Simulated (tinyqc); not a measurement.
Four-point probe, van der Pauw, Hall and spreading-resistance readings of a semiconductor layer. Changing the side ratio a/b of the van der Pauw rectangle. Computed by tinyqc, a small Python program. Command: `OMP_NUM_THREADS=1 python tinyqc.py 3110845 3110846 out.jsonl probe sweep`. One thread of a shared host (Intel(R) Xeon(R) Processor @ 2.30GHz), about 0.01 s of CPU time with the checks.

The layer is uniform and ohmic; contacts are points unless a radius is given.

Inputs (values chosen for the exercise, modelled on n-type silicon): carrier density n = 5.7e+14 1/cm^3; drift mobility mu = 1320 cm^2/(V s); layer thickness t = 21 micrometre.

Backing of the layer: insulating.

Constants: e = 1.602176634e-19 C.

Method:
- rho = 1/(e n mu); R_s = rho/t.
- Thin rectangle with point contacts at the corners; for R_B current and voltage contacts lie along the two sides of length a, for R_A along those of length b: exp(-pi R_A/R_s) = (theta_4/theta_3)^4, exp(-pi R_B/R_s) = (theta_2/theta_3)^4 with q = exp(-pi a/b), theta_2 = 2 sum_(m>=0) q^((m + 1/2)^2), theta_3 = 1 + 2 sum_(m>=1) q^(m^2), theta_4 = 1 + 2 sum_(m>=1) (-1)^m q^(m^2).
- Solve exp(-pi z R_A) + exp(-pi z R_B) = 1 for z = 1/R_s by seven Newton steps from z = 2 ln 2/(pi (R_A + R_B)); f = R_s 2 ln 2/(pi (R_A + R_B)).

One run for each value:
```
side ratio a/b of the van der Pauw rectangle  ratio R_B/R_A  correction f  R_A (ohm)  R_B (ohm)
1.0                                               1.000e+00         1.000      871.6        872
1.3                                               5.353e+00         0.810      338.9       1814
1.6                                               2.196e+01         0.575      132.0       2899
1.9                                               7.864e+01         0.426       51.4       4045
2.2                                               2.602e+02         0.333       20.0       5214
2.5                                               8.186e+02         0.272        7.8       6393
```

What does the table show, and why?

Over the rows, ratio R_B/R_A rises from 1.00 to 819 (exponent d ln y / d ln x 6.4 between the first rows and 9.0 between the last); correction f falls from 1.00 to 0.272 (exponent d ln y / d ln x -0.81 between the first rows and -1.6 between the last); R_A (ohm) falls from 872 to 7.81 (exponent d ln y / d ln x -3.6 between the first rows and -7.4 between the last). f departs from 1 slowly: a resistance ratio of 819 needs f = 0.27. Left out: 2.80, 3.10, 3.40 (the run failed its checks).
